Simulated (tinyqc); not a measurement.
# MOS inversion layer, Poisson-Schroedinger loop: two studies

Electrons confined at an insulator interface at z = 0, treated as a hard wall; parabolic valleys, Hartree approximation, no image or exchange terms. The depletion charge lies far deeper than the electrons and gives a uniform field q Nd/(eps0 eps_r); the gate balances all charge. Energies are counted from the band edge at the interface.

Parameters, values chosen for the exercise; masses and permittivity close to those of silicon (100): temperature T = 300 K; relative permittivity eps_r = 11.7; mass along z of valley set A (2 valley(s)) mz1 = 0.908 m0; in-plane density-of-states mass of set A md1 = 0.193 m0; mass along z of valley set B (4 valley(s)) mz2 = 0.189 m0; in-plane density-of-states mass of set B md2 = 0.41 m0; sheet density of electrons Ns = 3e12 cm^-2; sheet density of depletion charge Nd = 6.2e11 cm^-2; extra shift of set B (strain) dE = 0.11 eV.

Constants: q = 1.602176634e-19 C, kB = 1.380649e-23 J/K, hbar = 1.054571817e-34 J s, m0 = 9.1093837015e-31 kg, Vt = kB T/q, eps0 = 8.8541878128e-14 F/cm where lengths are in cm, hbar^2/(2 m0) = 0.0380998212 eV nm^2. Results are converted to the units shown.

Each table varies one quantity; the others keep the values above.

## Effect of the sheet density of electrons

Schroedinger equation -(C/mz) psi'' + (V0 + U + dE for set B) psi = E psi, C = hbar^2/(2 m0), psi(0) = 0, on a uniform mesh of 800 nodes with a far wall at 33 nm, 8 levels a set; V0 = q Nd z/(eps0 eps_r); dU/dz = q (Ns - integral of n from 0 to z)/(eps0 eps_r), U(0) = 0; N_k = g md m0 q Vt/(pi hbar^2) ln(1 + exp((EF - E_k)/Vt)), g the number of valleys of the set, sum N_k = Ns. Triangular well: E_k = a_k (C F^2/mz)^(1/3), a_1 = 2.338107, a_2 = 4.087949, C = hbar^2/(2 m0), F in eV/nm. Fang-Howard (all electrons in the lowest level of set A): b^3 = 6 (mz1/C) q (Nd + 11 Ns/32)/(eps0 eps_r), centroid 3/b, level C b^2/(4 mz1) + (3/b) q (Nd + 11 Ns/16)/(eps0 eps_r). The centroid adds 3.9 z_av/eps_r to an oxide-equivalent thickness.

Result of one run:
```
Ns (cm^-2),A1 (meV),B1 (meV),EF (meV),share of A1 (%),share of set A (%),centroid z_av (nm),added oxide equivalent (nm),Fang-Howard centroid (nm)
2.1e11,43.1,180,-45.8,62.7,98.4,3.57,1.19,2.60
```

What becomes of these results when the sheet density of electrons Ns is changed from 2.1e11 to 4.5e11 cm^-2, all else the same?

Result of the changed run:
```
Ns (cm^-2),A1 (meV),B1 (meV),EF (meV),share of A1 (%),share of set A (%),centroid z_av (nm),added oxide equivalent (nm),Fang-Howard centroid (nm)
4.5e11,49.9,190,-18.0,64.8,98.5,3.38,1.13,2.51
```

The whole series:
```
Ns (cm^-2),A1 (meV),B1 (meV),EF (meV),share of A1 (%),share of set A (%),centroid z_av (nm),added oxide equivalent (nm),Fang-Howard centroid (nm)
1e11,39.8,176,-69.0,61.6,98.4,3.67,1.22,2.65
2.1e11,43.1,180,-45.8,62.7,98.4,3.57,1.19,2.60
4.5e11,49.9,190,-18.0,64.8,98.5,3.38,1.13,2.51
9.7e11,63.3,207,17.8,68.3,98.6,3.07,1.02,2.34
2.1e12,88.3,240,67.5,73.2,98.8,2.64,0.881,2.09
4.4e12,131,294,137,78.4,99.0,2.19,0.730,1.79
9.4e12,205,389,249,82.5,99.1,1.76,0.586,1.47
2e13,330,550,433,83.7,99.0,1.41,0.470,1.18
```

As Ns goes from 1e11 to 2e13, A1 rises from 39.8 to 330 meV, the share of A1 rises from 61.6 to 83.7 % and the centroid falls from 3.67 to 1.41 nm. A1 goes as Ns^(0.63) between the last two rows (a triangular well in the field of that charge alone gives 2/3). EF lies more than 2 meV above A1 for Ns = 4.4e12, 9.4e12, 2e13. The Fang-Howard centroid is 28 % below the full one in the first row, where A1 holds 61.6 %, and 17 % below it in the last, where A1 holds 83.7 %.

## Effect of the sheet density of depletion charge

Schroedinger equation -(C/mz) psi'' + (V0 + U + dE for set B) psi = E psi, C = hbar^2/(2 m0), psi(0) = 0, on a uniform mesh of 800 nodes with a far wall at 38 nm, 8 levels a set; V0 = q Nd z/(eps0 eps_r); dU/dz = q (Ns - integral of n from 0 to z)/(eps0 eps_r), U(0) = 0; N_k = g md m0 q Vt/(pi hbar^2) ln(1 + exp((EF - E_k)/Vt)), g the number of valleys of the set, sum N_k = Ns.

Effect of the sheet density of depletion charge:
```
Nd (cm^-2),A1 (meV),B1 (meV),EF (meV),share of A1 (%),share of set A (%),centroid z_av (nm),added oxide equivalent (nm),Fang-Howard centroid (nm)
1e11,95.2,245,82.2,65.7,98.5,3.62,1.21,2.21
1.7e11,96.6,247,84.3,67.2,98.6,3.35,1.12,2.17
3.1e11,99.5,252,88.6,70.1,98.7,2.95,0.984,2.09
5.3e11,104,259,95.1,74.2,98.8,2.55,0.849,1.98
9.4e11,113,274,106,80.5,99.0,2.11,0.704,1.84
1.6e12,126,298,123,87.4,99.3,1.76,0.585,1.67
2.9e12,151,343,151,94.4,99.6,1.43,0.478,1.46
5e12,189,410,190,98.3,99.9,1.20,0.402,1.26
```

What does the table show?

As Nd goes from 1e11 to 5e12, A1 rises from 95.2 to 189 meV, the share of A1 rises from 65.7 to 98.3 % and the centroid falls from 3.62 to 1.20 nm. A1 goes as Nd^(0.41) between the last two rows (a triangular well in the field of that charge alone gives 2/3). The Fang-Howard centroid is 39 % below the full one in the first row, where A1 holds 65.7 %, and 5.0 % above it in the last, where A1 holds 98.3 %. For Nd = 1e11, 1.7e11, 3.1e11 the eighth level of a set still holds over 0.4 % of the electrons, so more levels and a farther wall would raise the centroid.

Computed by the program tinyqc: `OMP_NUM_THREADS=1 python tinyqc.py 2160092 2160093 out.jsonl`, one thread of a shared Intel Xeon 2.30GHz, about 0.9 s for the whole run.
